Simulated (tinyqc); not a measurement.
Worked calculation: Rayleigh-quotient iteration on a symmetric matrix. One step of it, computed by the program tinyqc.

Question. Step 2. solve (A - shift) w = v; v' = w/|w| with its largest component positive (the first on a tie); lambda = v'^T A v'; the next shift is lambda.

A:
```
,1,2,3,4
1,0.162000,0.311000,0.206000,0.093000
2,0.311000,1.648000,0.066000,-0.424000
3,0.206000,0.066000,1.672000,-0.064000
4,0.093000,-0.424000,-0.064000,3.609000
```

vector after step 1: 0.142758  0.845210  0.445473  0.258445

Rayleigh quotient after step 1 = 1.711301

Give: vector after step 2; Rayleigh quotient after step 2.

Answer.

vector after step 2: 0.199  0.394  0.890  0.116

Rayleigh quotient after step 2 = 1.755
